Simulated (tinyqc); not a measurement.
Inside a calculation. Method: lattice vibrations of a chain. One step of it, computed by the program tinyqc.

Question. Dynamical matrix at q = 0.09. q is in units of 2 pi/a. A spring k from atom i to atom j, n cells on, adds k to Phi_ii and Phi_jj, -k exp(2 pi i q n) to Phi_ij and the conjugate to Phi_ji (for one atom a cell: 2k (1 - cos 2 pi q n)); D_ij = Phi_ij / sqrt(m_i m_j).

A chain moving along its axis:
```
atom    mass (u)  spring to the next atom (eV/angstrom^2)
1      90.100000                                21.100000
2     119.400000                                13.000000
3      89.600000                                 2.800000
4      20.200000                                25.100000
```

Give: D(q).

Answer.

D(q) (eV/(angstrom^2 u)):
$$\begin{pmatrix}
0.5128 & -0.2034 & 0.0000 & -0.4968+0.3153i \\
-0.2034 & 0.2856 & -0.1257 & 0.0000 \\
0.0000 & -0.1257 & 0.1763 & -0.0658 \\
-0.4968-0.3153i & 0.0000 & -0.0658 & 1.3812
\end{pmatrix}$$
